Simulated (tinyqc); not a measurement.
Three descriptions against temperature: one anharmonic mode: perturbation theory, self-consistent phonons and exact levels. Computed by tinyqc, a small Python program. Command: `OMP_NUM_THREADS=1 python tinyqc.py 3025191 3025192 out.jsonl scp walk`. One thread of a shared host (Intel(R) Xeon(R) Processor @ 2.30GHz), about 0.03 s of CPU time with the checks.

V(x) = k x^2/2 + b x^4 for one coordinate x of mass M. A constant K > 0 gives hbar Omega = sqrt((hbar^2/u) K/M) with K in eV/angstrom^2 and M in u.

Inputs (values chosen for the exercise, for a model mode): mode mass M = 28.7 u; harmonic constant k = 0.437 eV/angstrom^2; quartic constant b = 1.02 eV/angstrom^4.

Shape: single well.

Constants: hbar^2/u = 4.18015928e-03 eV angstrom^2; k_B = 8.617333262e-05 eV/K.

Method:
- Self-consistent phonon, centred at x = 0: K = k + 12 b <x^2>, <x^2> = (hbar Omega/(2K)) coth(hbar Omega/(2 k_B T)).
- Its free energy is F = k_B T ln[2 sinh(hbar Omega/(2 k_B T))] + (k - K)<x^2>/2 + 3 b <x^2>^2, an upper bound to the exact one.
- Basis: oscillator states n of the constant |k|, with x = s (a + a+), s^2 = hbar Omega/(2|k|); H = hbar Omega (n + 1/2) + (k - |k|) x^2/2 + b x^4, with exact matrix elements of x^2 and x^4.
- Exact values use 120 basis states: F = -k_B T ln sum exp(-E_n/(k_B T)), and <x^2> is the Boltzmann mean.
- The classical <x^2> is int x^2 exp(-V/(k_B T)) dx / int exp(-V/(k_B T)) dx (2001 points over six exact widths each way).

Results; columns: (1) T (K); (2) hbar Omega, self-consistent (meV); (3) <x^2>, self-consistent; (4) <x^2>, exact; (5) F, self-consistent (meV); (6) F, exact (meV); (7) <x^2>, classical:
```
(1)     (2)        (3)        (4)      (5)      (6)         (7)
4.6  8.8498  0.0082290  0.0082522   4.2177   4.2148  8.8546e-04
11   8.8500  0.0082303  0.0082536   4.2176   4.2147   0.0020546
23   8.8673  0.0084023  0.0084311   4.1949   4.1916   0.0040919
42   8.9851  0.0095825  0.0096513   3.8959   3.8893   0.0070129
74   9.2816   0.012621   0.012828   2.4595   2.4386    0.011357
130  9.7924   0.018086   0.018643  -2.1536  -2.2206    0.017867
220  10.472   0.025815   0.027030  -13.050  -13.230    0.026615
370  11.343   0.036472   0.038813  -36.854  -37.287    0.038592
```

What follows from these numbers?

The self-consistent quantum hardens from 8.85 to 11.34 meV, since a wider spread samples the steep quartic walls. Its <x^2> misses by -0.3 % at the lowest T and -6.0 % at the highest; the excess in F runs from 0.003 to 0.432 meV. The classical value is 0.11 of the exact one at the lowest T and 0.994 at the highest.

Extremes, crossings and ranges named in words are read from the listed rows.
